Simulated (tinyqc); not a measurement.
Balance functions: hot carriers by balance equations with a heated Maxwellian. Computed by tinyqc, a small Python program. Command: `OMP_NUM_THREADS=1 python tinyqc.py 3012940 3012941 out.jsonl hot walk`. One thread of a shared host (Intel(R) Xeon(R) Processor @ 2.30GHz), about 0.01 s of CPU time with the checks.

The carriers follow a Maxwellian at an electron temperature T_e, slightly displaced; the drift energy is neglected against k_B T_e. The balance averages the rate, not the time, so mu_0 lies below the relaxation-time value.

Inputs (values chosen for the exercise, for a model non-polar semiconductor): effective mass m = 0.862 m_0; density rho = 2980 kg/m^3; sound velocity v_l = 12000 m/s; acoustic deformation potential D_A = 11 eV; phonon energy hbar w = 54 meV; optical or intervalley deformation potential D_o = 5 1e8 eV/cm; final valleys Z_f = 5; lattice temperature T = 300 K.

Band: parabolic. Solver: damped fixed point.

Constants: k_B = 8.617333262e-05 eV/K; k_B = 1.380649e-23 J/K; e = 1.602176634e-19 C; hbar = 1.054571817e-34 J s; m_0 = 9.1093837015e-31 kg; hbar = 6.582119569e-16 eV s.

Method:
- Parabolic band: E = hbar^2 k^2/(2 m), speed v = hbar k/m, states per spin, volume and energy g(E) = m k/(2 pi^2 hbar^2). Masses are multiplied by m_0 and all formulas are in SI units.
- Phonon occupation N_q = 1/(exp(hbar w/(k_B T)) - 1).
- Acoustic deformation potential (elastic, equipartition, absorption and emission together): 1/tau = 2 pi k_B T D_A^2 g(E)/(hbar rho v_l^2).
- Optical or intervalley deformation potential: 1/tau = (pi Z_f D_o^2/(rho w)) [N_q g(E + hbar w) + (N_q + 1) g(E - hbar w)], with g = 0 below the band edge.
- Averages over the Maxwellian, <y> = int y x^(1/2) exp(-x) dx / int x^(1/2) exp(-x) dx with x = E/(k_B T_e), split at x_0 = hbar w/(k_B T_e): 64 Gauss-Legendre points in sqrt(x) below it and 128 in sqrt(x - x_0) above it, up to x = 32. Momentum balance: mu(T_e) = e/(m nu), nu = <x (sum of rates)>/<x>. Power lost per carrier: P(T_e) = hbar w <emission rate - absorption rate> + <(2 m v_l^2/(k_B T)) (E - 2 k_B T) acoustic rate>.
- The field that sustains T_e follows from e mu F^2 = P.

Against the electron temperature:
```
T_e (K)  mu (cm^2/(V s))  P optical (1e9 eV/s)  P acoustic (1e9 eV/s)  F (kV/cm)  drift velocity (1e7 cm/s)
330               102.04                  34.3             1.6325e+00      18.77                    0.19154
390                87.44                 105.4             5.3241e+00      35.58                    0.31112
480                73.13                 212.4             1.1813e+01      55.37                    0.40493
600                61.32                 348.8             2.2012e+01      77.77                    0.47688
900                46.12                 646.3             5.3919e+01     123.21                    0.56830
1500               33.68                1100.3             1.3922e+02     191.85                    0.64609
2400               25.85                1597.1             3.0817e+02     271.50                    0.70175
3600               20.79                2099.1             5.9311e+02     359.88                    0.74809
```

What follows from these numbers?

Optical phonons take 95 % of the power in the first row and 78 % in the last. The velocity grows as F^0.76 at first and as F^0.23 at the end, so it levels off; if optical phonons alone set both balances the limit at high T_e would be sqrt(3 hbar w tanh(hbar w/2 k_B T)/(4 m)) = 0.80 in the same unit. Rows above 1400 K (k_B T_e > 0.12 eV) stretch the parabolic band.
